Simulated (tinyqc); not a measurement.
Worked calculation: sheet resistance and Hall data of a diffused or implanted layer. Computed by tinyqc, a small Python program that keeps every step. Command: `OMP_NUM_THREADS=1 python tinyqc.py 3009596 3009597 out.jsonl layer walk`. One thread of a shared host (Intel(R) Xeon(R) Processor @ 2.30GHz), about 0.01 s of CPU time with the checks. Intermediate numbers are printed to about 7 digits and carried at full precision; extremes and crossings named in words are read from the listed rows.

Carriers are taken equal to the net active doping down to the junction (full ionisation, which deep dopants in wide-gap hosts do not reach; no spill-over, no depletion), and the Hall factor is 1.

Inputs (values chosen for the exercise, modelled on boron in silicon):
```
quantity                                 value        unit
mu_min                                    46.4  cm^2/(V s)
mu_max                                     458  cm^2/(V s)
N_ref                                  2.2e+17      1/cm^3
exponent alpha                            0.72           -
peak concentration N_0                 8.3e+17      1/cm^3
length scale l                             310          nm
background doping N_B (opposite type)  6.1e+15      1/cm^3
probe current I                              2          mA
magnetic field B                             1           T
projected range R_p                        670          nm
```

Profile: buried Gaussian (implant). Activation: complete.

Constants: e = 1.602176634e-19 C.

## Dose and junction depth

N(x) = N_0 exp(-(x - R_p)^2/(2 l^2)) for x > 0, dose N_0 l sqrt(pi/2) erfc(-R_p/(l sqrt 2)), junction x_j = R_p + l sqrt(2 ln(N_0/N_B)); the layer starts at x_0 = max(0, 2 R_p - x_j).

dose = 6.350641e+13 1/cm^2

junction depth x_j = 1641.754 nm

## Profile

Mobility mu = mu_min + (mu_max - mu_min)/(1 + (N_t/N_ref)^alpha), N_t = active doping + N_B; carriers n = active doping - N_B, all dopants active. sigma = e n mu.

Depth, doping, carriers, mobility and conductivity at 2, 10, 20, 35, 50, 65, 80, 90 and 98 % of the layer:
```
x (nm)      N (1/cm^3)    n (1/cm^3)  mu (cm^2/(V s))  sigma (S/cm)
32.835    1.003989e+17  9.429890e+16         304.7606       4.60443
164.175   2.192507e+17  2.131507e+17         250.4197       8.55196
328.351   4.521977e+17  4.460977e+17         199.0582      14.22723
574.614   7.916242e+17  7.855242e+17         163.0642      20.52243
820.877   7.372947e+17  7.311947e+17         167.3561      19.60581
1067.140  3.653377e+17  3.592377e+17         213.8495      12.30837
1313.403  9.631173e+16  9.021173e+16         307.4609       4.44389
1477.578  2.788744e+16  2.178744e+16         372.9064       1.30172
1608.918  8.454545e+15  2.354545e+15         406.9722       0.15353
```

The mobility varies by a factor 2.5 across these points and the conductivity by 134.

## Sheet values

Integrals from x_0 (0 unless stated) to x_j by the midpoint rule on 400 even intervals: 1/R_s = e int n mu dx; sheet density n_s = int n dx; Hall sheet density (int n mu dx)^2/int n mu^2 dx; Hall mobility int n mu^2 dx/int n mu dx. Mean conductivity 1/(R_s x_j); mean mobility 1/(e n_s R_s).

sheet resistance R_s = 528.9536 ohm

sheet density n_s = 6.244951e+13 1/cm^2

mean mobility = 188.9483 cm^2/(V s)

Hall sheet density = 6.003331e+13 1/cm^2

Hall mobility = 196.5530 cm^2/(V s)

mean conductivity 1/(R_s x_j) = 11.51528 S/cm

Carriers amount to 98.3 % of the dose. A Hall measurement weights the mobile tail and reports 96.1 % of n_s.

## What the probes read

Collinear four-point probe on a large thin layer: V = I R_s ln(2)/pi. Van der Pauw on a symmetric sample: R = R_s ln(2)/pi as well. Hall voltage V_H = I B/(e x Hall sheet density); tangent of the Hall angle V_H/(I R_s).

four-point voltage = 233.4120 mV

Hall voltage = 20.79349 mV

tangent of the Hall angle = 0.01965530

## Shortcuts against the integral

Shortcuts: R_s = 1/(e Q mu) with the dose Q and the mobility at the (active) peak concentration; 1/(e n_s mu) with mu at N_t = n_s/x_j + N_B; 1/(e Q mu_max).

Sheet resistances:
```
method                                   R_s (ohm)  deviation (%)
integral                                  528.9536        0.00000
dose, mobility at the peak                613.2745       15.94107
n_s, mobility at the mean concentration   473.6328      -10.45853
dose, mu_max                              214.5886      -59.43150
```

The closest shortcut is «n_s, mobility at the mean concentration» (-10.5 %). The peak mobility is the lowest in the layer, so with full activation it overestimates R_s.

## Stripping the layer step by step

After removing a depth d the integrals start at d. Differences between neighbouring rows give the local conductivity -d(1/R_s)/dx at the middle of the slice (the last slice uses one more step, not listed).

Differential sheet resistance:
```
removed d (nm)  R_s (ohm)  slice conductivity (S/cm)  sigma at mid-slice (S/cm)
0                 528.954                    5.97189                    5.90609
160               557.111                   11.16418                   11.15707
320               618.679                   16.48160                   16.54989
480               739.294                   20.18454                   20.31779
640               971.167                   20.83308                   20.97902
800              1436.038                   18.15267                   18.24883
960              2463.554                   13.23396                   13.25419
1120             5150.014                    7.80415                    7.75718
```

R_s doubles after removing between 640 and 800 nm of a layer 1640 nm deep, so half the current flows above that depth. Where sigma exceeds a tenth of its largest listed value, the slice values agree with it within 2 %.

Checks made by the program: conductance integral against adaptive quadrature (relative difference 1e-06).
